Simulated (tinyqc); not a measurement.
Inside a calculation. Method: coupled-perturbed Hartree-Fock on RHF in the sto-6g basis, for BeH2, spin multiplicity 1. One step of it, computed by the program tinyqc.

Task: Response to a field: uncoupled start. Field along z; U_ai = -mu_ai / (e_a - e_i), alpha = -4 sum U_ai mu_ai.

orbital energies (hartree): MO1 -4.599825, MO2 -0.428489, MO3 -0.386205, MO4 0.210217, MO5 0.210217, MO6 0.375329, MO7 0.741143

dipole integrals <a|z|i> (bohr):
```
           i1         i2         i3
a4   0.145265   0.946666  -0.148607
a5  -0.011115  -0.072433   0.011371
a6   0.000000   0.000000   0.000000
a7   0.000000   0.000000   0.000000
```

Give: uncoupled U; uncoupled polarisability.

Result:

uncoupled U:
```
         i1       i2       i3
a4  -0.0302  -1.4822   0.2492
a5   0.0023   0.1134  -0.0191
a6   0.0000   0.0000   0.0000
a7   0.0000   0.0000   0.0000
```

uncoupled polarisability = 5.8119 bohr^3
